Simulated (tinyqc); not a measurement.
Exciton in a hard-walled quantum well (variational): sweeps and comparisons. A value that a table varies takes the place of the one given here.

Electron and hole in the lowest states cos(pi z/L) of a hard-walled well; relative motion in the plane exp(-rho/lam). E(lam) = c/(mu lam^2) - (q/eps) <1/r>, <1/r> = integral over k from 0 to infinity of F(kL) (1 + (k lam/2)^2)^(-3/2), F(x) = [3x + 8 pi^2/x - 32 pi^4 (1 - exp(-x))/(x^2 (x^2 + 4 pi^2))]/(x^2 + 4 pi^2); c = hbar^2/2m0, q = e^2/(4 pi eps0). E is counted from the subband edge.

Constants: hbar^2/2m0 = 3.80998211 eV angstrom^2; e^2/(4 pi eps0) = 14.39964547 eV angstrom; Ry = 13.60569312 eV.

Parameters, chosen for this exercise (near those of ZnSe; the results hold for these values, not for the real material): xs = (0.07, 0.23, 0.45, 1.9, 3.3, 11, 51, 130) ((E - Eg)/Ry*); eps = 8.8 (dielectric constant); Ls = (4, 8, 16, 41, 82, 129, 174) angstrom (widths); me = 0.167 m0 (electron mass); mh = 0.46 m0 (hole mass); L = 61 angstrom (well width).

## Coulomb enhancement above the gap (Wannier exciton and Elliott formula)

Ry* = 21.5259 meV

With x = (E - Eg)/Ry* and y = pi/sqrt(x): S3 = y exp(y)/sinh(y), and S2 = exp(y)/cosh(y). Free-pair absorption goes as sqrt(x) in three dimensions and is constant in two.

Factors:
```
x        E - Eg (meV)  sqrt(x)      S3  S3 sqrt(x)     S2
0.070            1.51    0.265  23.748       6.283  2.000
0.23             4.95    0.480  13.101       6.283  2.000
0.45             9.69    0.671   9.367       6.284  2.000
1.9             40.90    1.378   4.607       6.350  1.979
3.3             71.04    1.817   3.571       6.487  1.939
11             236.79    3.317   2.230       7.395  1.739
51            1097.82    7.141   1.504      10.738  1.414
1.3e+02       2798.37   11.402   1.301      14.830  1.269
```

What does this show, and why?

In three dimensions the product tends to 2 pi = 6.283 at the edge (6.283 in the first row), so the square-root onset becomes a step. Even 2798 meV above the gap the enhancement is 1.30; it decays only as 1 + pi/sqrt(x) = 1.28. In two dimensions it never exceeds 2 and has fallen to 1.27. The last rows lie beyond the range of parabolic bands.

## Width of the well

mu = 0.122520 m0
a* = 38.008 angstrom

The minimum for each width. The strength per area goes as |phi(0)|^2 = 2/(pi lam^2), listed relative to the strict two-dimensional value.

Results:
```
L (angstrom)  L/a*  lam (angstrom)  binding (meV)  in Ry*  strength
4             0.11            21.6          75.11   3.489     0.773
8             0.21            23.6          67.95   3.157     0.648
16            0.42            26.8          58.41   2.713     0.502
41            1.08            34.1          43.21   2.007     0.310
82            2.16            42.6          32.17   1.495     0.199
129           3.39            50.2          25.71   1.194     0.143
174           4.58            56.4          21.89   1.017     0.114
```

How do the results move?

The binding falls from 3.49 to 1.02 Ry*. Even at L = 0.11 a* only 87 % of the two-dimensional limit is reached. With finite barriers the binding would peak at some width and fall again as the carriers leak out.

## What each parameter does

1/mu = 1/me + 1/mh, Ry* = Ry mu/eps^2; the minimum over lam. Each row changes one parameter from the base and keeps the others.

Results:
```
case               binding (meV)  lam (angstrom)  binding/Ry*
base                       36.76            38.6        1.708
me = 0.2 m0                39.51            35.4        1.613
mh = 0.322 m0              34.55            41.5        1.788
eps = 9.68                 31.64            41.2        1.778
L = 42.7 angstrom          42.54            34.5        1.976
```

What can be read from the table?

The largest shifts from the base row, up to three for each result and ties (the steps differ in size, so this ranks the rows, not the parameters). binding (meV): L +5.78, eps -5.12, me +2.75. lam (angstrom): L -4.1, me -3.2, mh +2.9. binding/Ry*: L +0.269, me -0.094, mh +0.080.

(tinyqc, `OMP_NUM_THREADS=1 python tinyqc.py 1251008 1251009 out.jsonl`, Intel(R) Xeon(R) Processor @ 2.30GHz, 1 thread, shared host, about 0.01 s.)
